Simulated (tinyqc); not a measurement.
Resonant-tunnelling diode, transfer matrices and Tsu-Esaki current: effect of the Fermi energy.

Emitter (band edge 0), barrier d1, well Lw, barrier d2, spacer ds, collector (edge -V). The bias drops linearly over these layers and none in the contacts; each layer is cut into ns equal slices, flat at the value of their centres. E is the energy of motion across the layers, C = hbar^2/(2 m0), psi and psi'/m are continuous. Transport is coherent, T(E) is taken as independent of the transverse momentum, and charge in the well is ignored.

For the pair (psi, psi'/m) a flat layer has M = [[cos kd, (m/k) sin kd], [-(k/m) sin kd, cos kd]] with k = sqrt(m (E - U)/C) above its edge U, and M = [[cosh Kd, (m/K) sinh Kd], [(K/m) sinh Kd, cosh Kd]] with K = sqrt(m (U - E)/C) below it. Later slices stand to the left. With M acting on (psi, psi'/m) and v = k/m in each lead, T(E) = 4 vL vR/[(vL vR M12 - M21)^2 + (vR M11 + vL M22)^2]. J = J0 times the integral over E > 0 of T(E) N(E), N = ln[(1 + exp((Ef - E)/Vt))/(1 + exp((Ef - V - E)/Vt))], J0 = q^2 mw m0 kB T/(2 pi^2 hbar^3) (times 1e-4 for A/cm^2 per eV). The integral is converged to the digits shown. Er is the first maximum of T(E) at this bias.

Parameters, values chosen for the exercise; masses and offsets close to those of GaAs wells and AlGaAs barriers:
```
symbol,value,unit,meaning
T,77,K,temperature
mw,0.066,m0,"mass in the well, spacer and contacts"
U1,0.25,eV,barrier height
m1,0.093,m0,barrier mass
d1,1.9,nm,emitter barrier
Lw,6.4,nm,well width
d2,1.9,nm,collector barrier
ns,2,,slices in each layer
ds,3.6,nm,undoped spacer after the collector barrier
V,0.1,V,bias of the collector
```

Constants: q = 1.602176634e-19 C, kB = 1.380649e-23 J/K, hbar = 1.054571817e-34 J s, m0 = 9.1093837015e-31 kg, Vt = kB T/q, hbar^2/(2 m0) = 0.0380998212 eV nm^2. Results are converted to the units shown.

Results:

| Ef (eV) | N at Er = 0.0171 eV | J (kA/cm^2) |
|---|---|---|
| 0.004 | 0.1300 | 7.788 |
| 0.01 | 0.2949 | 16.92 |
| 0.017 | 0.6856 | 37.38 |
| 0.023 | 1.233 | 65.54 |
| 0.029 | 1.947 | 103.2 |
| 0.035 | 2.763 | 148.4 |
| 0.047 | 4.517 | 253.2 |

Estimate the missing row, Ef = 0.041 eV.

Computed row:

| Ef (eV) | N at Er = 0.0171 eV | J (kA/cm^2) |
|---|---|---|
| 0.041 | 3.629 | 198.9 |

With this row back in the table: J rises from 7.79 to 253 kA/cm^2, a factor of 32.5, while N at the resonance grows by 34.7. The two agree within 10 %, so the resonance carries the current.

Computed by the program tinyqc: `OMP_NUM_THREADS=1 python tinyqc.py 2600031 2600032 out.jsonl`, one thread of a shared Intel Xeon 2.30GHz, about 0.2 s for the whole run.
